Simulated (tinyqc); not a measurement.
Thickness at a fixed rate of defect growth: time-dependent dielectric breakdown: cell percolation, Weibull statistics, area scaling and voltage extrapolation. Computed by tinyqc, a small Python program. Command: `OMP_NUM_THREADS=1 python tinyqc.py 3014020 3014021 out.jsonl tddb sweep`. One thread of a shared host (Intel(R) Xeon(R) Processor @ 2.30GHz), about 0.01 s of CPU time with the checks.

The oxide is divided into columns of area a^2, each holding m = t_ox/a cells (m is taken as continuous). A share lambda(t) = (t/t_1)^alpha of the cells is defective, and a column whose cells are all defective breaks down.

Inputs (values chosen for the exercise, for a model gate oxide):
```
quantity                                                   value  unit
defect cell size a                                           1.1    nm
exponent alpha of defect growth                             0.32     -
time t_1 at which the occupied share would reach 1       5.6e+10     s
test area A                                                  300  um^2
product area A_u                                          100000  um^2
stress voltage V                                            6.42     V
use voltage V_u                                              3.9     V
local exponent n = -d ln t/d ln V at the stress voltage       44     -
activation energy E_a                                        0.8    eV
stress temperature T                                         175     C
use temperature T_u                                          100     C
allowed failure fraction F                                 1e-06     -
```

Voltage law used: 1/E.

Constants: k_B = 8.617333262e-05 eV/K.

Method:
- Failure fraction F = 1 - (1 - lambda^m)^N with N = A/a^2 columns, which for small lambda^m is 1 - exp(-(t/t63)^beta) with beta = alpha m and t63 = t_1 N^(-1/beta); critical share lambda(t63) = N^(-1/m). 1 um^2 = 1e6 nm^2.
- All three voltage laws share the slope n at the stress voltage. Factor t(V_u)/t(V): E law exp(n (1 - V_u/V)); 1/E law exp(n (V/V_u - 1)); power law (V/V_u)^n.
- Temperatures in kelvin are T(C) + 273.15.
- Temperature factor exp[(E_a/k_B)(1/T_u - 1/T)]; area factor (A/A_u)^(1/beta); percentile factor (-ln(1 - F))^(1/beta); life = t63 x all four; 1 year = 3.15576e7 s.

One run for each value; columns: (1) oxide thickness t_ox (nm); (2) Weibull slope beta; (3) characteristic life t63 (s); (4) area factor; (5) percentile factor; (6) critical share of defective cells:
```
(1)    (2)        (3)        (4)        (5)        (6)
1.9  0.553  3.640e-05  2.726e-05  1.396e-11  1.381e-05
2.6  0.756  4.466e-01  4.618e-04  1.168e-08  2.809e-04
3.4  0.989  1.825e+02  2.814e-03  8.587e-07  1.924e-03
4.1  1.193  5.132e+03  7.670e-03  9.322e-06  5.596e-03
4.8  1.396  5.453e+04  1.560e-02  5.048e-05  1.192e-02
5.5  1.600  3.175e+05  2.650e-02  1.778e-04  2.095e-02
6.3  1.833  1.472e+06  4.202e-02  5.323e-04  3.422e-02
7.0  2.036  4.226e+06  5.769e-02  1.131e-03  4.796e-02
```

Over the rows, Weibull slope beta rises from 0.553 to 2.04 (exponent d ln y / d ln x about 1.0 throughout); characteristic life t63 (s) rises from 3.64e-5 to 4.23e6 (exponent d ln y / d ln x 30 between the first rows and 10 between the last); area factor rises from 2.73e-5 to 0.0577 (exponent d ln y / d ln x 9.0 between the first rows and 3.0 between the last). The exponent of Weibull slope beta stays at 1: beta = alpha t_ox/a. A thinner oxide loses twice: it breaks at a lower defect share, and its small slope makes the area and percentile factors more punishing. Left out: 1.20 (the oxide is thinner than one cell or the slope is too small).

Caution (all rows): t_1 is an input here; in a real oxide it changes with thickness at fixed voltage.
